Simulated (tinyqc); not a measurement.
# Vertical double-diffused power MOSFET, components of the on-resistance: what changes with what

Stripe cells of pitch Wp + a, two channels a cell. Current flows through the channels, spreads in the accumulation layer, passes the gap between the p bodies and spreads at 45 degrees into the drift layer below them. Low drain voltage, full ionisation.

Values chosen for this exercise; bulk values close to those of silicon:
- T = 450 K (temperature)
- eps_r = 12.1 (relative permittivity)
- Kc = 4110 V/cm per (cm^-3)^(1/8) (critical-field constant)
- BV = 200 V (rated breakdown voltage of the drift layer)
- mud = 1230 cm^2/(V s) (drift mobility at 300 K)
- bt = 2.1 (temperature exponent of the drift mobility)
- tox = 41 nm (gate oxide thickness (eps_r 3.9))
- Vov = 12 V (gate overdrive)
- mch = 160 cm^2/(V s) (channel mobility)
- mac = 370 cm^2/(V s) (accumulation-layer mobility)
- Lc = 1 um (channel length)
- Wp = 5.6 um (width of the p body in one cell, channels included)
- a = 3.2 um (gap between neighbouring p bodies)
- xp = 1.7 um (depth of the p body)
- Nj = 1 (doping of the gap over the drift doping)
- Vbi = 0.537 V (built-in voltage of the body junction)
- Rs = 0.2 mohm cm^2 (substrate and contact resistance)

Constants: q = 1.602176634e-19 C, eps0 = 8.8541878128e-14 F/cm where lengths are in cm. Results are converted to the units shown.

Each table varies one quantity; the others keep the values above.

## On-resistance against the width of the p body in one cell

Triangular field at breakdown with Ec = Kc N^(1/8): BV = eps0 eps_r Ec^2/(2 q N), so N = (eps0 eps_r Kc^2/(2 q BV))^(4/3); W = 2 BV/Ec; mu = mud (T/300 K)^(-bt); rho = 1/(q mu N); ideal resistance rho W. Pitch p = Wp + a, Cox = 3.9 eps0/tox; zero-bias depletion in the gap w0 = sqrt(2 eps0 eps_r Vbi/(q N Nj)), open gap g = a - 2 w0; R_ch = Lc p/(2 mch Cox Vov); R_acc = 0.6 a p/(4 mac Cox Vov), 0.6 being an empirical factor for current leaving the layer along its length; R_gap = (rho/Nj) xp p/g; spreading depth t = min(W, (p - g)/2); R_drift = (rho p/2) ln((g + 2 t)/g) + rho (W - t); R_on = the sum with Rs.

The same in every row: ideal (mohm cm^2) = 7.7112.

On-resistance against the width of the p body in one cell:
```
Wp (um)	R_ch (mohm cm^2)	R_acc (mohm cm^2)	R_gap (mohm cm^2)	R_drift (mohm cm^2)	R_on (mohm cm^2)	largest term
2.6	0.17934	0.074449	3.2371	8.5015	12.192	drift
3.3	0.20098	0.083434	3.6278	8.7588	12.871	drift
4.2	0.22881	0.094986	4.1301	9.1249	13.779	drift
5.3	0.26282	0.10911	4.7441	9.6198	14.936	drift
6.8	0.30920	0.12836	5.5812	10.367	16.586	drift
8.7	0.36795	0.15275	6.6417	11.417	18.780	drift
11	0.43906	0.18227	7.9254	12.817	21.564	drift
14	0.53182	0.22078	9.5997	14.822	25.374	drift
```

R_on rises from 12.2 to 25.4 mohm cm^2. The drift term is the largest at Wp = 2.6 and in all other rows. R_on is 1.58 times the ideal drift resistance in the first row and 3.29 times in the last.

## On-resistance against the gap between neighbouring p bodies

Same model as above.

The same in every row: ideal (mohm cm^2) = 7.7112.

On-resistance against the gap between neighbouring p bodies:
```
a (um)	R_ch (mohm cm^2)	R_acc (mohm cm^2)	R_gap (mohm cm^2)	R_drift (mohm cm^2)	R_on (mohm cm^2)	largest term
1.5	0.21953	0.042720	30.403	13.096	43.961	gap
2	0.23499	0.060971	10.986	11.147	22.628	drift
2.6	0.25354	0.085520	6.6035	10.252	17.395	drift
3.5	0.28137	0.12776	4.4032	9.5888	14.601	drift
4.6	0.31538	0.18821	3.3171	9.1543	13.175	drift
6	0.35867	0.27918	2.6617	8.8344	12.334	drift
8	0.42051	0.43642	2.1966	8.5687	11.822	drift
11	0.51327	0.73245	1.8566	8.3466	11.649	drift
14	0.60603	1.1007	1.6765	8.2167	11.800	drift
```

What does the table show?

R_on goes from 44.0 through a minimum of 11.6 (at a = 11 among the rows listed) to 11.8 mohm cm^2. The gap term is the largest at a = 1.5, the drift term from 2 on. R_on is 5.70 times the ideal drift resistance in the first row and 1.53 times in the last. A narrow gap chokes the current while a wide one lengthens the pitch and so dilutes the channels, which gives the minimum.

Program tinyqc, `OMP_NUM_THREADS=1 python tinyqc.py 2230119 2230120 out.jsonl`; Intel Xeon 2.30GHz, shared host, one thread, about 0.01 s.
